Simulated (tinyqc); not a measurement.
Thickness from the minima: X-ray reflectivity of a thin film on silicon: critical angles, Parratt recursion, fringes and roughness. Computed by tinyqc, a small Python program. Command: `OMP_NUM_THREADS=1 python tinyqc.py 3120606 3120607 out.jsonl xrr walk`. One thread of a shared host (Intel(R) Xeon(R) Processor @ 2.30GHz), about 0.01 s of CPU time with the checks.

n = 1 - delta + i beta; the classical electron radius is r_e = 2.8179403e-6 nm. Layer 0 is vacuum, 1 the film, 2 the substrate.

Inputs (values chosen for the exercise, modelled on a porous low-k film on silicon, copper K-alpha radiation):

| quantity | value | unit |
|---|---|---|
| wavelength lambda | 0.15406 | nm |
| film density rho | 1.32 | g/cm^3 |
| effective electrons per unit mass, film | 0.52 | mol/g |
| beta/delta, film | 0.0095 | - |
| film thickness d | 74.4 | nm |
| roughness of the surface sigma_1 | 0.38 | nm |
| roughness of the interface sigma_2 | 0.17 | nm |
| substrate density | 2.33 | g/cm^3 |
| effective electrons per unit mass, substrate | 0.507 | mol/g |
| beta/delta, substrate | 0.023 | - |
| grazing angle theta | 0.781 | degrees |

Constants: N_A = 6.02214076e+23 1/mol.

Method:
- delta = r_e lambda^2 rho_e/(2 pi), rho_e = density x electrons per mass x N_A; critical angle sqrt(2 delta), q_c = 4 sqrt(pi r_e rho_e).
- k_j = (2 pi/lambda) sqrt(sin^2 theta - 2 delta_j + 2 i beta_j); r_ij = (k_i - k_j)/(k_i + k_j) x exp(-2 k_i k_j sigma^2) (Nevot-Croce); r = (r_01 + r_12 p)/(1 + r_01 r_12 p), p = exp(2 i k_1 d); R = |r|^2.
- Far above the critical angle the period is d theta = lambda/(2 d), or 2 pi/d in q; the envelope runs between (|r_01| - |r_12 p|)^2 and (|r_01| + |r_12 p|)^2; contrast = 2 a b/(a^2 + b^2) with a = |r_01|, b = |r_12 p|; roughness factors on the amplitudes are about exp(-q^2 sigma^2/2).
- Minima of R theta^4 are located on 6001 points over 7.5 periods, from 1.15 times the larger critical angle. With refraction, sin^2(theta_m) = 2 delta + m^2 (lambda/(2 d))^2, m integer or half-integer; the first six minima are used, and the first order is the one that minimises the largest residual of the least-squares line plus the distance of its intercept from 2 delta. Without refraction, d = lambda/(2 x mean step of sin theta).

Constants:

| layer | rho_e (1/nm^3) | delta | beta | critical angle (degrees) | q_c (1/nm) |
|---|---|---|---|---|---|
| film | 413.360 | 4.40007e-06 | 4.18007e-08 | 0.169968 | 0.241972 |
| substrate | 711.402 | 7.57263e-06 | 1.74170e-07 | 0.222977 | 0.317437 |

period in theta = 0.0593212 degrees

Minima:

| order m | theta (degrees) | sin^2 theta |
|---|---|---|
| 3.5 | 0.26881 | 2.2011e-05 |
| 4.5 | 0.31678 | 3.0569e-05 |
| 5.5 | 0.36817 | 4.1290e-05 |
| 6.5 | 0.42171 | 5.4171e-05 |
| 7.5 | 0.47658 | 6.9186e-05 |
| 8.5 | 0.53242 | 8.6346e-05 |

d with refraction = 74.383 nm

d without refraction = 83.715 nm

What follows from these numbers?

Against d = 74.4 nm the errors are -0.02 % with and +12.52 % without refraction. The orders are half-integers, as r_01 and r_12 have the same sign for a film less dense than the substrate.

Extremes, crossings and ranges named in words are read from the listed rows.
